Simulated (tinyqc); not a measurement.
Worked calculation: Born-Mayer model of an ionic crystal AB. Computed by tinyqc, a small Python program that keeps every step. Command: `OMP_NUM_THREADS=1 python tinyqc.py 3002861 3002862 out.jsonl bornmayer walk`. One thread of a shared host (Intel(R) Xeon(R) Processor @ 2.30GHz), about 0.01 s of CPU time with the checks. Intermediate numbers are printed to about 5 digits and carried at full precision; extremes and crossings named in words are read from the listed rows.

Energies are per ion pair and r is the nearest distance of unlike ions.

Inputs (values chosen for the exercise, for a model salt): ionic charge z = 2; unlike repulsion lambda = 2520 eV; range rho = 0.323 angstrom; like repulsion lambda2 = 1160 eV; dispersion C between like ions = 91 eV angstrom^6; pressure P = 10 GPa.

Structure: rock salt. Short range: with like-ion terms.

Constants: e^2/(4 pi eps_0) = 14.39964548 eV angstrom; 1 eV/angstrom^3 = 160.2176634 GPa.

## Equilibrium distance at zero pressure

Madelung constant M, unlike neighbours z1, like neighbours z2 at f r, volume per pair: rock salt 1.747565, 6, 12, sqrt2, 2 r^3; caesium chloride 1.762675, 8, 6, 2/sqrt3, 8 r^3/(3 sqrt3); zinc blende 1.638055, 4, 12, sqrt(8/3), 16 r^3/(3 sqrt3). U(r) = -M z^2 e^2/(4 pi eps_0 r) + z1 lambda exp(-r/rho) + z2 [lambda2 exp(-f r/rho) - C/(f r)^6] (one mean like-ion term for both sublattices). Newton steps on g(r) = U'(r), from r = 9 rho: r(new) = r - U'(r)/U''(r), with the move limited to 0.3 angstrom. Where U'' is negative, move 0.3 angstrom downhill. Stop when |U'| is below 1e-9.

Newton steps:
```
step  r (angstrom)  U' (eV/angstrom)  U'' (eV/angstrom^2)
1           2.9070        6.4202e+00                9.358
2           2.6070        5.1431e-01               34.172
3           2.5919       -1.5176e-02               36.205
4           2.5924       -1.2167e-05               36.147
5           2.5924       -7.8531e-12               36.147
```

equilibrium distance r0 = 2.5924 angstrom

## Terms of the lattice energy

The formulas are those given above.

terms (eV): Coulomb -38.828, unlike repulsion 4.942, like repulsion 0.164, dispersion -0.450

lattice energy U = -34.172 eV per pair

The short-range terms together cancel 12.0 % of the Coulomb energy.

## Bulk modulus

B = U''(r0)/(9 c r0), with the volume written as c r^3.

U''(r0) = 36.147 eV/angstrom^2

bulk modulus B = 124.11 GPa

## Under pressure

With the volume written as c r^3, under pressure take the root at the minimum of the enthalpy and solve U'(r) + 3 c r^2 P = 0; H = U + P V; B = (U'' - 2 U'/r)/(9 c r).

distance at P = 2.5331 angstrom

volume at P = 32.507 angstrom^3

enthalpy at P = -32.074 eV per pair

bulk modulus at P = 165.56 GPa

The volume shrinks by 6.70 %, against P/B = 8.06 % in linear elasticity: the crystal stiffens.

## Three structures under pressure

The formulas are those given above.

Enthalpy (eV per pair):
```
P (GPa)  rock salt  caesium chloride  zinc blende
0          -34.172           -33.041      -33.599
2          -33.740           -32.653      -33.044
5          -33.105           -32.082      -32.233
10         -32.074           -31.152      -30.930
20         -30.101           -29.364      -28.470
40         -26.421           -26.007      -23.959
70         -21.363           -21.361      -17.873
100        -16.692           -17.046      -12.329
```

volumes at zero pressure (angstrom^3): rock salt 34.843, caesium chloride 31.238, zinc blende 44.940

At zero pressure the order is rock salt < zinc blende < caesium chloride. Between 70 and 100 GPa the lowest enthalpy passes from rock salt to caesium chloride. Pressure favours the denser structure, through P V. The Madelung constants, the number of repulsive contacts and the volumes (34.8, 31.2, 44.9 angstrom^3 at P = 0) all matter. Caution: rigid ions with fixed charges leave out polarisation and covalency, so such models often misplace transition pressures.

Checks made by the program: Madelung constant against an Ewald sum (relative difference 2e-07); Newton against bracketing (relative difference below 1e-10).
